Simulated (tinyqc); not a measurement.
Inside a calculation. Model: hexagonal on-chip spiral inductor, lumped pi model.

Numbers from tinyqc (`OMP_NUM_THREADS=1 python tinyqc.py 2302174 2302175 out.jsonl`; about 0.01 s on one thread of a shared Intel Xeon 2.30GHz). Printed values are rounded.

Outer diameter do = di + 2 n wd + 2 (n - 1) sp, mean da = (do + di)/2, fill p = (do - di)/(do + di), length l = 3.464 n da. L = 2.33 mu0 n^2 da/(1 + 3.82 p), mu0 = 4 pi 1e-7 H/m. Rs = rho l/(wd delta (1 - exp(-th/delta))), delta = sqrt(rho/(pi f mu0)). Cs = n wd^2 eps0 eo/hu across the coil. At each end Cox = l wd eps0 eo/(2 ho) leads to the substrate branch Rsi = 2 rs he/(l wd) in parallel with Csi = l wd eps0 11.7/(2 he). With one end grounded Y = 1/(Rs + i w L) + i w Cs + 1/[1/(i w Cox) + 1/(1/Rsi + i w Csi)], w = 2 pi f; Q = -Im Y/Re Y. Eddy currents in neighbouring turns and in the substrate are left out.

Inputs (values chosen for the exercise); values of the order met in silicon radio-frequency processes:
```
symbol  value     unit                                     meaning
n         3.5                                      number of turns
wd          4       um                                  line width
sp          2       um                         space between turns
di        140       um                              inner diameter
th        3.4       um                             metal thickness
rho       1.9  uohm cm                           metal resistivity
ho        7.3       um                        oxide below the coil
hu        1.3       um            oxide between coil and underpass
eo        4.1                   relative permittivity of the oxide
rs       1000   ohm cm                       substrate resistivity
he         50       um  effective spreading depth in the substrate
f         2.6      GHz                                   frequency
```

Constants: eps0 = 8.8541878128e-12 F/m. Results are converted to the units shown.

## Geometry and model elements

do, l, L, delta, Rs, Cs, Cox, Rsi and Csi as defined.

do = 178 um
l = 1927.716 um
L = 3.915571 nH
delta = 1.360537 um
Rs = 7.332672 ohm
Cs = 1.563786 fF
Cox = 19.17268 fF
Rsi = 1.296872e5 ohm
Csi = 7.987992 fF

Rs is 2.72 times the direct-current value in this empirical form, which overstates the skin effect of a flat slab when delta is near th and so stands in for some current crowding.

## Admittance, quality factor and apparent inductance

Series branch 1/(Rs + i w L), substrate branch, total Y, Q = -Im Y/Re Y, apparent inductance Im(1/Y)/w, metal-only value w L/Rs, share of the loss in the substrate Re(substrate branch)/Re Y.

series branch = 1.76887-15.43056i mS
substrate branch = 0.00384111+0.09218234i mS
Y = 1.77271-15.31284i mS
Q = 8.638091
apparent inductance = 3.944659 nH
w L/Rs = 8.723405
share of the loss in the substrate = 0.2166799 %

Q is 99.0 % of the metal-only value.
